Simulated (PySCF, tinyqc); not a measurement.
CISD on RHF in the sto-3g basis, for H3-, spin multiplicity 1, step by step. The basis has no diffuse functions, so it cannot describe the extra electron: this is an exercise in the method, not the real anion. The lowest restricted solution is unstable here: a spin-polarised one lies 0.1497 hartree lower (PySCF). Computed by tinyqc, a small Python program that keeps every step (integrals from PySCF). Settings: charge = -1, multiplicity = 1, basis = sto-3g, method = RHF, energy threshold = 1e-10, iteration cap = 50, orthogonalisation = symmetric, start = Wolfsberg-Helmholz matrix, DIIS depth = 6, ci = CISD, davidson = 1. Command: `OMP_NUM_THREADS=1 python tinyqc.py 30114 30115 out.jsonl` (the two numbers bound the seeds that draw the settings). One thread of a shared host (Intel(R) Xeon(R) Processor @ 2.60GHz), about 0.05 s of CPU time with the checks. The early iterations of the SCF are left out here.

## One-electron integrals

Geometry (angstrom):
```
atom       x       y       z
H     0.0000  0.0000  0.0000
H     0.0000  0.0000  1.3900
H     0.0000  1.3240  0.6950
```

Basis sto-3g: exponents (1/bohr^2) and contraction coefficients of normalised primitives:
```
element  l (shell)  exponent  coefficient
H            s (1)    3.4253       0.1543
H            s (1)    0.6239       0.5353
H            s (1)    0.1689       0.4446
```

Overlap, kinetic and nuclear-attraction integrals over the contracted functions; the nuclear repulsion is the sum of Za Zb / Rab.

nuclear repulsion = 1.088478 hartree

overlap S, order 1H 1s, 2H 1s, 3H 1s:
$$\begin{pmatrix}
1.0000 & 0.2998 & 0.2585 \\
0.2998 & 1.0000 & 0.2585 \\
0.2585 & 0.2585 & 1.0000
\end{pmatrix}$$

kinetic energy T (hartree), order 1H 1s, 2H 1s, 3H 1s:
$$\begin{pmatrix}
0.7600 & 0.0210 & 0.0100 \\
0.0210 & 0.7600 & 0.0100 \\
0.0100 & 0.0100 & 0.7600
\end{pmatrix}$$

nuclear attraction V (hartree), order 1H 1s, 2H 1s, 3H 1s:
$$\begin{pmatrix}
-1.9573 & -0.5205 & -0.4408 \\
-0.5205 & -1.9573 & -0.4408 \\
-0.4408 & -0.4408 & -1.9315
\end{pmatrix}$$

core Hamiltonian H = T + V (hartree), order 1H 1s, 2H 1s, 3H 1s:
$$\begin{pmatrix}
-1.1973 & -0.4995 & -0.4307 \\
-0.4995 & -1.1973 & -0.4307 \\
-0.4307 & -0.4307 & -1.1714
\end{pmatrix}$$

## Two-electron integrals

Functions are numbered as in S; the eight-fold symmetry (ij|kl) = (ji|kl) = (kl|ij) leaves the list below.

Two-electron integrals (ij|kl) in chemists' order, unique and non-zero (hartree):
```
(11|11) 0.7746   (21|11) 0.1660   (21|21) 0.0523   (22|11) 0.3699
(22|21) 0.1660   (22|22) 0.7746   (31|11) 0.1388   (31|21) 0.0375
(31|22) 0.1007   (31|31) 0.0380   (32|11) 0.1007   (32|21) 0.0375
(32|22) 0.1388   (32|31) 0.0327   (32|32) 0.0380   (33|11) 0.3468
(33|21) 0.1115   (33|22) 0.3468   (33|31) 0.1388   (33|32) 0.1388
(33|33) 0.7746
```

## Orthogonalisation

S = U s U^T; symmetric (Loewdin) form X = U s^(-1/2) U^T, so that X^T S X = 1.

eigenvalues of S: [0.7002, 0.7548, 1.5450]

X, order 1H 1s, 2H 1s, 3H 1s:
$$\begin{pmatrix}
1.0536 & -0.1415 & -0.1134 \\
-0.1415 & 1.0536 & -0.1134 \\
-0.1134 & -0.1134 & 1.0435
\end{pmatrix}$$

## Iteration 2 (converged): orbitals

converged F (hartree), order 1H 1s, 2H 1s, 3H 1s:
$$\begin{pmatrix}
0.1684 & -0.2417 & -0.0866 \\
-0.2417 & 0.1684 & -0.0866 \\
-0.0866 & -0.0866 & 0.2942
\end{pmatrix}$$

Diagonalise F' = X^T F X, C = X C', fill 2 alpha and 2 beta electrons from the bottom; D = 2 C_occ C_occ^T. Each column has its largest component positive (the first on a tie).

F' = X^T F X (hartree):
$$\begin{pmatrix}
0.2841 & -0.3016 & -0.1118 \\
-0.3016 & 0.2841 & -0.1118 \\
-0.1118 & -0.1118 & 0.3594
\end{pmatrix}$$

orbital energies (hartree): MO1 -0.0751, MO2 0.4170, MO3 0.5857

coefficients C, order 1H 1s, 2H 1s, 3H 1s:
$$\begin{pmatrix}
0.5672 & -0.3271 & 0.8451 \\
0.5672 & -0.3271 & -0.8451 \\
0.2063 & 1.0354 & 0.0000
\end{pmatrix}$$

D after iteration 2, order 1H 1s, 2H 1s, 3H 1s:
$$\begin{pmatrix}
0.8575 & 0.8575 & -0.4433 \\
0.8575 & 0.8575 & -0.4433 \\
-0.4433 & -0.4433 & 2.2292
\end{pmatrix}$$

## Convergence

Stop when the energy changes by less than 1e-10 hartree and every element of the error matrix X^T (F D S - S D F) X is below 3e-06.

Course of the cycle:
```
iteration  E (hartree)    change  largest element of the error matrix
1            -0.948420         -                             8.90e-16
2            -0.948420  8.88e-16                             9.97e-16
```

PySCF RHF in the same basis = -0.948420 hartree

Converged in 2 iterations.

## Integrals over molecular orbitals

(pq|rs) = sum C_ip C_jq C_kr C_ls (ij|kl), one index at a time.

one-electron integrals over orbitals h = C^T H C (hartree):
$$\begin{pmatrix}
-1.3433 & -0.0684 & 0.0000 \\
-0.0684 & -1.0354 & 0.0000 \\
0.0000 & 0.0000 & -0.9965
\end{pmatrix}$$

Two-electron integrals over orbitals (pq|rs), unique and non-zero (hartree):
```
(11|11) 0.5306    (21|11) -0.0505   (21|21) 0.0729    (22|11) 0.4053
(22|21) 0.1189    (22|22) 0.7148    (31|31) 0.1991    (32|31) -0.0773
(32|32) 0.0331    (33|11) 0.5471    (33|21) -0.0817   (33|22) 0.3601
(33|33) 0.5969
```

## CISD: determinants and Hamiltonian

Hartree-Fock energy = -0.948420 hartree

Slater-Condon rules over spin orbitals, with the nuclear repulsion added and E(HF) subtracted on the diagonal.

Occupation strings over the orbitals (2 doubly, a alpha, b beta, 0 empty; spin orbitals ordered 1a 1b 2a 2b ...): 220 2ab a2b 2ba b2a 202 ab2 ba2 022

H - E(HF) between determinants (hartree):
```
         220      2ab      a2b      2ba      b2a      202      ab2      ba2
220   0.0000   0.0000   0.0000   0.0000   0.0000   0.0331   0.0773  -0.0773
2ab   0.0000  -0.1583   0.0043  -0.0331   0.0773   0.0000   0.0000   0.0000
a2b   0.0000   0.0043   0.3128   0.0773  -0.1991   0.0000   0.0000   0.0000
2ba   0.0000  -0.0331   0.0773  -0.1583   0.0043   0.0000   0.0000   0.0000
b2a   0.0000   0.0773  -0.1991   0.0043   0.3128   0.0000   0.0000   0.0000
202   0.0331   0.0000   0.0000   0.0000   0.0000   0.2750  -0.2048   0.2048
ab2   0.0773   0.0000   0.0000   0.0000   0.0000  -0.2048   0.2495  -0.0729
ba2  -0.0773   0.0000   0.0000   0.0000   0.0000   0.2048  -0.0729   0.2495
022   0.1991   0.0000   0.0000   0.0000   0.0000   0.0729  -0.0354   0.0354

         022
220   0.1991
2ab   0.0000
a2b   0.0000
2ba   0.0000
b2a   0.0000
202   0.0729
ab2  -0.0354
ba2   0.0354
022   0.6588
```

## CISD: roots

Diagonalise (each vector has its largest component positive (the first on a tie)); all determinants have Ms = 0, so triplets appear too. The lowest singlet root is the correlation energy.

lowest roots of this matrix, relative to E(HF) (hartree): [-0.2119, -0.1334, -0.1251, 0.0646, 0.1342, 0.1766, 0.5201, 0.5697]

lowest vectors, order 220, 2ab, a2b, 2ba, b2a, 202, ab2, ba2, 022:
$$\begin{pmatrix}
0.0000 & 0.0000 & 0.7986 & 0.5161 \\
0.6859 & 0.7026 & 0.0000 & 0.0000 \\
-0.1720 & 0.0795 & 0.0000 & 0.0000 \\
0.6859 & -0.7026 & 0.0000 & 0.0000 \\
-0.1720 & -0.0795 & 0.0000 & 0.0000 \\
0.0000 & 0.0000 & -0.3525 & 0.6686 \\
0.0000 & 0.0000 & -0.3151 & 0.3471 \\
0.0000 & 0.0000 & 0.3151 & -0.3471 \\
0.0000 & 0.0000 & -0.1985 & -0.2135
\end{pmatrix}$$

<S^2> of these roots: [2.0000, 0.0000, 0.0000, 0.0000, 2.0000, 2.0000, 0.0000, 0.0000]

weight of the ground state by excitation level 0, 1, 2, ...: [0.0000, 1.0000, 0.0000]

With one virtual orbital singles and doubles already span the full space. The lowest root is not a singlet, so the reference has no weight in it by spin; the weights shown are those of that root. A root of higher spin lies below E(HF).

## The lowest root by the Davidson method

Start from the reference; add the residual divided by (theta - H_ii), orthogonalised, at each step.

Davidson iterations:
```
iteration  subspace  lowest Ritz value (hartree)  residual norm
1                 1                     0.000000       2.30e-01
2                 2                    -0.105573       8.12e-02
3                 3                    -0.119370       4.98e-02
4                 4                    -0.125133       2.47e-16
```
